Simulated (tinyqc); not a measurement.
## Power transistor in saturation, electro-thermal loop: effect of the exponent of the mobility

One temperature T for the device, T = T0 + Rth P(T), with P(T) = V I0 (T/300 K)^(-al) [1 + kv (T - 300 K)/Vov]^2. The loop gain is Rth dP/dT; a solution is thermally stable when it is below one.

P'(T) = P [-al/T + 2 kv/(Vov + kv (T - 300 K))], G = Rth P'. T is the lowest solution.

Parameters, values chosen for the exercise: ambient temperature T0 = 340 K; drain voltage V = 48 V; saturation current at 300 K I0 = 0.14 A; overdrive at 300 K Vov = 1.2 V; fall of the threshold with temperature kv = 2 mV/K; thermal resistance Rth = 18 K/W.

Result of one run:
```
al	T (K)	P (W)	G
2	427.56	4.8646	-0.16889
```

What becomes of these results when the exponent of the mobility al is changed from 2 to 1.7, all else the same?

Result of the changed run:
```
al	T (K)	P (W)	G
1.7	436.36	5.3533	-0.11368
```

The whole series:
```
al	T (K)	P (W)	G
0.5	508.77	9.3759	0.25148
0.8	480.41	7.8004	0.12602
1.1	461.31	6.7396	0.029423
1.4	447.27	5.9593	-0.048667
1.7	436.36	5.3533	-0.11368
2	427.56	4.8646	-0.16889
2.3	420.28	4.4598	-0.21641
```

As al goes from 0.5 to 2.3, T falls from 508.8 to 420.3 K, the power falls from 9.38 to 4.46 W and the loop gain falls from 0.251 to -0.216. The gain changes sign between al = 1.1 and 1.4, where the fall of the threshold and that of the mobility balance.

Program tinyqc, `OMP_NUM_THREADS=1 python tinyqc.py 2520001 2520002 out.jsonl`; Intel Xeon 2.30GHz, shared host, one thread, about 0.01 s.
